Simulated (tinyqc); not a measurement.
Ballistic Schottky-barrier transistor with a two-dimensional channel, WKB contacts: one step of the calculation.

Source Fermi level 0, drain Fermi level -Vd. Far from the contacts Ec = pn - psi, and the gate moves psi one to one; the band edges relax as exp(-x/lam) from pn at the source and pn - Vd at the drain; Ev = Ec - Eg. A carrier of energy w inside the channel band meets at a contact a barrier of height D (the contact edge beyond the channel edge): T = 1 for w >= D, else exp(-S), S = 4 lam sqrt(m/C) [sqrt(D - w) - sqrt(w) arctan sqrt((D - w)/w)], C = hbar^2/(2 m0). The two contacts combine as Ts Td/(Ts + Td - Ts Td).

Question. Transmission of one of the electrons. S and T at both contacts for w = w0, and the tunnelling distance lam ln(D/w) at the higher barrier.

Parameters, values chosen for the exercise; channel values close to those of a black phosphorus layer: electron mass mn = 0.16 m0; screening length at the contacts lam = 3 nm; energy of one carrier inside the channel band w0 = 0.095 eV.

Constants: q = 1.602176634e-19 C, hbar = 1.054571817e-34 J s, m0 = 9.1093837015e-31 kg, hbar^2/(2 m0) = 0.0380998212 eV nm^2. Results are converted to the units shown.

D for electrons (eV): source 0.32000000, drain 0.22000000

Give: S at the source; S at the drain; combined T; tunnelling distance.

Answer.

S at the source = 4.126
S at the drain = 2.223
combined T = 0.01425
tunnelling distance = 3.643 nm

Range of the model: No scattering, image-force lowering, channel charge or band-to-band tunnelling; parabolic kappa overstates S deep in the gap.

Program tinyqc, `OMP_NUM_THREADS=1 python tinyqc.py 2390109 2390110 out.jsonl`; Intel Xeon 2.30GHz, shared host, one thread, about 0.4 s.
